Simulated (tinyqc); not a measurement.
Domain walls in a thin film with perpendicular anisotropy: Bloch, Neel and chiral walls, motion and stripe domains: one step, computed by the program tinyqc.

One-dimensional wall: polar angle theta(x), azimuth phi of the moment in the wall (phi = 0 Neel, 90 degrees Bloch). mu_0 = 1.25663706212e-6 T m/A, gamma = 1.76085963023e11 rad/(s T).

Task: Stripe domains. Dipolar length l = sigma/(mu_0 M_s^2); for t much smaller than the period the domain width is w = 0.955 t exp(pi l/t) (Kaplan and Gehring), given as log10 of w in nm.

Inputs (values chosen for the exercise, for a model film): saturation magnetisation M_s = 1330 kA/m; thickness t = 1.2 nm.

wall energy sigma = 10.43705 mJ/m^2

Give: dipolar length l; log10 of the domain width in nm.

Result:

dipolar length l = 4.6953 nm

log10 of the domain width in nm = 5.3977

Equilibrium domains are about 250000 nm wide.
